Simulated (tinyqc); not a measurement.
# Lifetime from the low-frequency admittance

Question. At low frequency a p+-n diode with a base of width wb has C_diff/G = (tau/2)(1 - 2 x/sinh 2x), x = wb/sqrt(Dp tau). Find tau, x and the limit of C_diff/G for infinite lifetime, wb^2/(3 Dp).

Parameters, values chosen for the exercise: hole diffusion coefficient Dp = 8.2 cm^2/s; width of the neutral base wb = 99 um.

G = 0.40096434 S/cm^2
C_diff = 0.51276344 uF/cm^2

Solution. The ratio rises steadily with tau from tau/2 (long base) towards wb^2/(3 Dp) (short base), so one lifetime matches as long as the ratio is below that limit.

tau = 3.00e-6 s
x = 2.00
limit of C_diff/G = 3.98e-6 s

Numbers from tinyqc (`OMP_NUM_THREADS=1 python tinyqc.py 2890205 2890206 out.jsonl`; about 0.01 s on one thread of a shared Intel Xeon 2.30GHz).
